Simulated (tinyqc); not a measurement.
Thickness from the minima: X-ray reflectivity of a thin film on silicon: critical angles, Parratt recursion, fringes and roughness. Computed by tinyqc, a small Python program. Command: `OMP_NUM_THREADS=1 python tinyqc.py 3120377 3120378 out.jsonl xrr walk`. One thread of a shared host (Intel(R) Xeon(R) Processor @ 2.30GHz), about 0.01 s of CPU time with the checks.

n = 1 - delta + i beta; the classical electron radius is r_e = 2.8179403e-6 nm. Layer 0 is vacuum, 1 the film, 2 the substrate.

Inputs (values chosen for the exercise, modelled on Si3N4 on silicon, copper K-alpha radiation):
```
quantity                                        value     unit
wavelength lambda                             0.15406       nm
film density rho                                 3.06   g/cm^3
effective electrons per unit mass, film           0.5    mol/g
beta/delta, film                                0.016        -
film thickness d                                 21.8       nm
roughness of the surface sigma_1                 0.33       nm
roughness of the interface sigma_2               0.48       nm
substrate density                                2.33   g/cm^3
effective electrons per unit mass, substrate    0.507    mol/g
beta/delta, substrate                           0.023        -
grazing angle theta                              1.13  degrees
```

Constants: N_A = 6.02214076e+23 1/mol.

Method:
- delta = r_e lambda^2 rho_e/(2 pi), rho_e = density x electrons per mass x N_A; critical angle sqrt(2 delta), q_c = 4 sqrt(pi r_e rho_e).
- k_j = (2 pi/lambda) sqrt(sin^2 theta - 2 delta_j + 2 i beta_j); r_ij = (k_i - k_j)/(k_i + k_j) x exp(-2 k_i k_j sigma^2) (Nevot-Croce); r = (r_01 + r_12 p)/(1 + r_01 r_12 p), p = exp(2 i k_1 d); R = |r|^2.
- Far above the critical angle the period is d theta = lambda/(2 d), or 2 pi/d in q; the envelope runs between (|r_01| - |r_12 p|)^2 and (|r_01| + |r_12 p|)^2; contrast = 2 a b/(a^2 + b^2) with a = |r_01|, b = |r_12 p|; roughness factors on the amplitudes are about exp(-q^2 sigma^2/2).
- Minima of R theta^4 are located on 6001 points over 7.5 periods, from 1.15 times the larger critical angle. With refraction, sin^2(theta_m) = 2 delta + m^2 (lambda/(2 d))^2, m integer or half-integer; the first six minima are used, and the first order is the one that minimises the largest residual of the least-squares line plus the distance of its intercept from 2 delta. Without refraction, d = lambda/(2 x mean step of sin theta).

Constants:
```
layer      rho_e (1/nm^3)        delta         beta  critical angle (degrees)  q_c (1/nm)
film              921.388  9.80786e-06  1.56926e-07                  0.253761    0.361262
substrate         711.402  7.57263e-06  1.74170e-07                  0.222977    0.317437
```

period in theta = 0.202454 degrees

Minima:
```
order m  theta (degrees)  sin^2 theta
1                 0.3262   3.2421e-05
2                 0.4786   6.9770e-05
3                 0.6583   1.3199e-04
4                 0.8486   2.1933e-04
5                 1.0437   3.3178e-04
6                 1.2411   4.6912e-04
```

d with refraction = 21.806 nm

d without refraction = 24.124 nm

Against d = 21.8 nm the errors are +0.03 % with and +10.66 % without refraction. The orders are integers, as r_01 and r_12 have opposite signs for a film denser than the substrate.

Extremes, crossings and ranges named in words are read from the listed rows.
